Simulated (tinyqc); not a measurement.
# Surface segregation during layer-by-layer epitaxy: two-layer exchange kinetics and the shape of quantum wells and delta layers, step by step

A worked calculation. Computed by tinyqc, a small Python program that keeps every step. Command: `OMP_NUM_THREADS=1 python tinyqc.py 3004632 3004633 out.jsonl mbeseg walk`. One thread of a shared host (Intel(R) Xeon(R) Processor @ 2.30GHz), about 0.01 s of CPU time with the checks. Intermediate numbers are printed to about 5 digits and carried at full precision; extremes and crossings named in words are read from the listed rows.

Atoms A and B exchange only between the growing layer and the one below it. B is supplied for N layers, then pure A follows.

Inputs (values chosen for the exercise, close to those used for gallium in AlAs):

| quantity | value | unit |
|---|---|---|
| barrier E1 for B to move up | 2.03 | eV |
| segregation energy E_s | 0.099 | eV |
| attempt frequency nu | 1 | THz |
| growth rate G | 0.85 | layers/s |
| share x0 of B in the flux during the well | 0.38 | - |
| layers in the well N | 6 | - |
| layer thickness | 2.83 | angstrom |
| temperature T | 510 | C |

Constants: k_B = 8.617333262e-05 eV/K.

## Exchange rates

p1 = nu exp(-E1/(k_B T)) (B up, A down), p2 = nu exp(-(E1 + E_s)/(k_B T)) (B down); time per layer tau = 1/G; K = p1/p2. Temperatures in kelvin are T(C) + 273.15. Dilute equilibrium share passed up per layer R_eq = K/(1 + K).

p1 = 0.086380 1/s

p2 = 0.019921 1/s

p1 tau = 0.10162

K = 4.3360

R_eq = 0.81259

Exchange is slow against growth: segregation is kinetically frozen.

## The second layer

Each layer is deposited complete with B share x_dep and then exchanges for the time tau = 1/G with the layer below, whose share is b (total c = s + b fixed): ds/dt = p1 b (1 - s) - p2 s (1 - b), s(0) = x_dep. With the roots s1 < s2 of the right side, (s - s1)/(s - s2) = [(s(0) - s1)/(s(0) - s2)] exp(-(p1 - p2)(s2 - s1) tau). The lower layer is then buried with c - s, and s becomes the b of the next layer. Layer 1 is deposited on pure A with share x0; with nothing to lift from below, take b = 0 and s(0) = x0 for it. Then layer 2 has x_dep = x0.

share in layer 1 after its exchange = 0.37151

root s1 for layer 2 = 0.53908

root s2 for layer 2 = 1.8119

share in layer 2 after its exchange = 0.39675

share buried in layer 1 = 0.35475

## Buried profile

In the dilute tail each layer passes up the share R = R_eq (1 - exp(-(p1 + p2) tau)); decay length = -layer thickness/ln R. Index 0 is the last layer of pure A below the well. Share of B outside the intended layers 1..N = 1 - (sum over 1..N)/(N x0).

Share of B:

| layer | intended | buried |
|---|---|---|
| 0 | 0.00 | 0.00849 |
| 1 | 0.38 | 0.35475 |
| 2 | 0.38 | 0.37831 |
| 3 | 0.38 | 0.37989 |
| 4 | 0.38 | 0.37999 |
| 5 | 0.38 | 0.38000 |
| 6 | 0.38 | 0.36103 |
| 7 | 0.00 | 0.03395 |
| 8 | 0.00 | 0.00324 |
| 9 | 0.00 | 0.00031 |
| 10 | 0.00 | 0.00003 |
| 11 | 0.00 | 0.00000 |
| 12 | 0.00 | 0.00000 |
| 16 | 0.00 | 0.00000 |
| 21 | 0.00 | 0.00000 |
| 31 | 0.00 | 0.00000 |

share passed up R = 0.095525

decay length = 1.2051 angstrom

peak share (largest buried share) = 0.38000

share of B outside the well = 0.020188

The profile is close to the intended one. Caution: a decay length below one layer thickness is only formal. Caution: two-layer exchange with complete layers is a simplification that can understate segregation at low temperature; desorption, step-edge exchange and surfactants are left out.

## Kinetic against equilibrium segregation over temperature

R_eq = K/(1 + K).

Segregation:

| T (C) | p1 tau | R_eq | R | decay length (angstrom) | peak share |
|---|---|---|---|---|---|
| 390 | 4.3962e-04 | 0.84972 | 4.3951e-04 | 0.366 | 0.38000 |
| 430 | 3.3166e-03 | 0.83670 | 3.3101e-03 | 0.496 | 0.38000 |
| 470 | 2.0130e-02 | 0.82432 | 1.9886e-02 | 0.722 | 0.38000 |
| 510 | 1.0162e-01 | 0.81259 | 9.5525e-02 | 1.205 | 0.38000 |
| 550 | 4.3833e-01 | 0.80150 | 3.3763e-01 | 2.606 | 0.37975 |
| 590 | 1.6511e+00 | 0.79100 | 6.9291e-01 | 7.714 | 0.37271 |
| 630 | 5.5300e+00 | 0.78109 | 7.8044e-01 | 11.416 | 0.36587 |
| 670 | 1.6717e+01 | 0.77173 | 7.7173e-01 | 10.921 | 0.36586 |

The decay length peaks at 630 C among these rows: below, exchange is too slow; above, equilibrium rules and K = exp(E_s/(k_B T)) falls. p1 tau passes 1 between 550 and 590 C, below which sharp interfaces can be grown. Caution: decay lengths below one layer thickness are only formal. Caution: in the hottest rows B can desorb, which is left out.

Checks made by the program: closed form against integration of the exchange equation (relative difference below 1e-10); conservation of B (relative difference below 1e-10).
